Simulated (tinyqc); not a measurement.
Trench capacitor in an array: capacitance, non-linearity, leakage and relaxation: two steps of the calculation.

A film between two metal electrodes, each interface adding a series capacitance ci. The small-signal permittivity is ek (1 + aq E^2); the field is found with the linear permittivity. Leakage J = J0 sinh(E/Ef). After a voltage step the film passes a relaxation current kr C V tt^(-nr), tt being the time in seconds. The sidewall is a coaxial capacitor with radii a = dm/2 - t and b = dm/2, depth AR dm; the end face is left out.

Values chosen for this exercise; permittivity of the order of that of strontium titanate: relative permittivity of the film ek = 158; film thickness t = 11 nm; capacitance of each electrode interface (dead layer and screening) ci = 43 uF/cm^2; quadratic field coefficient of the permittivity aq = -0.038 cm^2/MV^2; bias V = 1.5 V; leakage prefactor J0 = 9.1e-11 A/cm^2; field for an e-fold rise of the leakage Ef = 0.16 MV/cm; diameter of the hole dm = 78 nm; aspect ratio, depth over diameter AR = 30; pitch of the square array pt = 120 nm; resistivity of the inner electrode rho = 100 uohm cm.

Constants: eps0 = 8.8541878128e-14 F/cm where lengths are in cm. Results are converted to the units shown.

Question 1. Planar capacitance, field and non-linearity. Planar film: Cf = eps0 ek/t, 1/C = 1/Cf + 2/ci, EOT = 3.9 eps0/C, effective permittivity C t/eps0, E = (V/t) C/Cf; quadratic coefficient [C(V)/C - 1]/V^2 with Cf (1 + aq E^2) in C(V).

Give: Cf; C; EOT; effective permittivity; E; quadratic coefficient; J.

Answer 1.

Cf = 12.718 uF/cm^2
C = 7.9910 uF/cm^2
EOT = 0.43213 nm
effective permittivity = 99.276
E = 0.85681 MV/cm
quadratic coefficient = -7872.0 ppm/V^2
J = 9.6311e-9 A/cm^2

The interfaces take 37.2 % of the voltage.

Question 2. Cell capacitance, fields and time constant. Per length 1/c = ln(b/a)/(2 pi eps0 ek) + (1/a + 1/b)/(2 pi ci); cell capacitance c AR dm; per footprint over pt^2; fields c V/(2 pi eps0 ek r) at r = a and b; resistance of the inner electrode rho AR dm/(pi a^2); time constant R C/3 of the distributed line.

Wanted: a; b; cell capacitance; capacitance per footprint; field at a; field at b; R; R C/3.

Answer 2.

a = 28.00 nm
b = 39.00 nm
cell capacitance = 38.74 fF
capacitance per footprint = 269.0 uF/cm^2
field at a = 1.009 MV/cm
field at b = 0.7244 MV/cm
R = 0.9501 kohm
R C/3 = 12.27 ps

The array gives 33.7 times the planar capacitance per footprint; curvature makes the field at the inner electrode 1.18 times the planar value.

Numbers from tinyqc (`OMP_NUM_THREADS=1 python tinyqc.py 2102095 2102096 out.jsonl`; about 0.01 s on one thread of a shared Intel Xeon 2.30GHz).
